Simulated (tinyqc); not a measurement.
From results back to parameters: interface roughness in a thin film (subband fluctuation and scattering). Three cases, with inputs chosen for the exercise.

Problem. The screened mobility was computed from a hidden rms height D.

Gaussian roughness spectrum S(q) = pi D^2 Lc^2 exp(-q^2 Lc^2/4). Degenerate gas, taken to fill one subband (the second starts to fill once c kF^2/md exceeds E2 - E1, which is not tested here): kF = sqrt(2 pi Ns/gv), q = 2 kF sin(theta/2), 1/tau = (md/(2 pi c hbar)) G^2 times the integral from 0 to pi of S(q)(1 - cos theta)/eps(q)^2 dtheta, eps(q) = 1 + qs/q with screening (qs = gv md q0/(c eps), q0 = e^2/(4 pi eps0), form factors left out, which overstates the screening; other scattering is left out too, so these values lie far above measured mobilities in all but the thinnest films) or 1 without; mobility = tau c2/md with c2 = e/m0 = 1.75882e15 cm^2/(V s^2); 1e12/cm^2 = 1e-4/angstrom^2.

Constants: hbar^2/2m0 = 3.80998211 eV angstrom^2; hbar = 6.58211957e-16 eV s; e^2/(4 pi eps0) = 14.39964547 eV angstrom.

Find: mobility for D = 1 angstrom; D.

Method. The mobility goes as 1/D^2, so D is the square root of the ratio. One value fixes only D^2 times a function of Lc; a second density is needed to part the two.

Case 1.

Values chosen (near those of a thin InGaAs channel; shifted at random, so the results belong to these values and not to a real crystal): md = 0.045 m0 (mass in the plane); gv = 1 (valleys); Lc = 18 angstrom (correlation length); Ns = 1.4 x 1e12/cm^2 (sheet density); eps = 10.7 (mean dielectric constant at the channel).

G = |dE1/dt| = 1.4111 meV/angstrom
mobility = 601320 cm^2/(V s)

Solution.

mobility for D = 1 angstrom = 4.714e+06 cm^2/(V s)
D = 2.80 angstrom

Case 2.

Values chosen (near those of a thin GaN channel; shifted at random, so the results belong to these values and not to a real crystal): md = 0.204 m0 (mass in the plane); gv = 1 (valleys); Lc = 34 angstrom (correlation length); Ns = 2.4 x 1e12/cm^2 (sheet density); eps = 9.4 (mean dielectric constant at the channel).

G = |dE1/dt| = 2.6060 meV/angstrom
mobility = 13460.4 cm^2/(V s)

Solution.

mobility for D = 1 angstrom = 1.649e+05 cm^2/(V s)
D = 3.50 angstrom

Case 3.

Values chosen (near those of a thin Ge channel on (111), one valley; shifted at random, so the results belong to these values and not to a real crystal): md = 0.081 m0 (mass in the plane); gv = 1 (valleys); Lc = 16 angstrom (correlation length); Ns = 0.88 x 1e12/cm^2 (sheet density); eps = 12.2 (mean dielectric constant at the channel).

G = |dE1/dt| = 3.1124 meV/angstrom
mobility = 61756.7 cm^2/(V s)

Solution.

mobility for D = 1 angstrom = 5.194e+05 cm^2/(V s)
D = 2.90 angstrom

Computed by tinyqc, one run a case: `OMP_NUM_THREADS=1 python tinyqc.py N N+1 out.jsonl` with N = 1280035, 1280093, 1280137; one thread of a shared Intel(R) Xeon(R) Processor @ 2.30GHz, about 0.01 s a run at most.
